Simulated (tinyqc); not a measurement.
Inputs raised by 10 %, one at a time: thermodynamics of metal silicides: hull, first phase, silicon consumed, nucleation and stability against SiO2. Computed by tinyqc, a small Python program. Command: `OMP_NUM_THREADS=1 python tinyqc.py 3001996 3001997 out.jsonl silphase sens`. One thread of a shared host (Intel(R) Xeon(R) Processor @ 2.30GHz), about 0.01 s of CPU time with the checks.

Entropies of formation of the solids are neglected, so heats stand for free energies. Si fractions: M2Si 0.3333, MSi 0.5000, MSi2 0.6667.

Inputs (values chosen for the exercise, of the order of those of cobalt silicides for heats and volumes only):

| quantity | value | unit |
|---|---|---|
| heat of formation of MSi | -46.9 | kJ/mol atoms |
| heat of formation of MSi2 | -33.8 | kJ/mol atoms |
| molar volume of M | 6.67 | cm^3/mol |
| molar volume of Si | 12.06 | cm^3/mol |
| metal thickness t | 36 | nm |
| change of interface energy gamma | 0.4 | J/m^2 |
| temperature T | 1125 | K |

Phases: M2Si, MSi, MSi2.

volumes of the three phases per mole of M (cm^3/mol): 9.97  13.2  23.7

resistivities of the three phases (microohm cm): 25  26  16

Constants: e = 1.602176634e-19 C; k_B = 8.617333262e-05 eV/K.

Method. Per phase M_a Si_b, for ample silicon (not limited to t_Si): silicide thickness = t V/V_M; silicon consumed = t (b/a) V_Si/V_M; net volume change = V/(V_M + (b/a) V_Si) - 1; the top surface lies (silicide thickness - silicon consumed) above the old interface; sheet resistance = resistivity/thickness. Where free silicon remains, MSi + Si -> MSi2 gains dH = 3 H(MSi2) - 2 H(MSi) per mole of M; per volume dG = |dH|/V(MSi2); r* = 2 gamma/dG, W* = 16 pi gamma^3/(3 dG^2). For comparison the same with MSi forming from the elements, 2 |H(MSi)|/V(MSi).

Runs:

| input moved | from | to | barrier W* (eV) | silicon consumed by MSi (nm) | sheet resistance of MSi (ohm) | critical radius (nm) |
|---|---|---|---|---|---|---|
| base run | - | - | 65.09 | 65.09 | 3.649 | 2.495 |
| heat of formation of MSi2 (kJ/mol atoms) | -33.8 | -37.18 | 11.95 | 65.09 | 3.649 | 1.069 |
| metal thickness t (nm) | 36 | 39.6 | 65.09 | 71.60 | 3.318 | 2.495 |
| change of interface energy gamma (J/m^2) | 0.4 | 0.44 | 86.63 | 65.09 | 3.649 | 2.744 |
| molar volume of M (cm^3/mol) | 6.67 | 7.337 | 65.09 | 59.17 | 4.014 | 2.495 |

Exponents ln(y'/y) / ln(x'/x):

| input | barrier W* | silicon consumed by MSi | sheet resistance of MSi | critical radius |
|---|---|---|---|---|
| heat of formation of MSi2 | -17.788 | 0 | 0 | -8.894 |
| metal thickness t | 0.000 | 1 | -1 | 0.000 |
| change of interface energy gamma | 3.000 | 0 | 0 | 1.000 |
| molar volume of M | 0.000 | -1 | 1 | 0.000 |

Among the inputs moved here: barrier W* answers most in size to heat of formation of MSi2 (exponent -17.788), next to change of interface energy gamma (+3.000); its exponent is below 0.0005 for metal thickness t, molar volume of M. Its exponent +3.000 in change of interface energy gamma: classical nucleation. Silicon consumed by MSi answers most in size to metal thickness t (exponent +1.000), and about equally to molar volume of M (-1.000); its exponent is below 0.0005 for heat of formation of MSi2, change of interface energy gamma. Sheet resistance of MSi answers most in size to metal thickness t (exponent -1.000), and about equally to molar volume of M (+1.000); its exponent is below 0.0005 for heat of formation of MSi2, change of interface energy gamma. Its exponent -1.000 in metal thickness t: resistivity over thickness. Critical radius answers most in size to heat of formation of MSi2 (exponent -8.894), next to change of interface energy gamma (+1.000); its exponent is below 0.0005 for metal thickness t, molar volume of M.
